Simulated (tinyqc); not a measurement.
Two-sublattice mean-field magnet: ferrimagnet, compensation points and susceptibility: one step, computed by the program tinyqc.

A random alloy A(1-x)B(x) with H = -sum over pairs J S_i.S_j. a = <S_A> and b = <S_B> are taken along z, a > 0. Exchange fields: h_A = (1 - x) zJ_AA a + x zJ_AB b, h_B = (1 - x) zJ_AB a + x zJ_BB b; a = S_A B_(S_A)(S_A h_A/(k_B T)) and likewise for b, with the Brillouin function B_S(y) = [(2S + 1)/(2S)] coth[(2S + 1) y/(2S)] - [1/(2S)] coth[y/(2S)].

Question. First step. Start from a = S_A, b = -S_B and apply the equations once.

Inputs (values chosen for the exercise, for a model ferrimagnet): spin S_A = 1.5; spin S_B = 3.5; fraction x of B sites = 0.41; z J_AA = 18.8 meV; z J_BB = 0.93 meV; z J_AB = -7.4 meV.

T = 96.93162 K

Constants: k_B = 8.617333262e-05 eV/K.

Give: h_A; h_B; new a; new b.

Answer.

h_A = 27.257 meV

h_B = -7.88355 meV

new a = 1.460

new b = -2.867
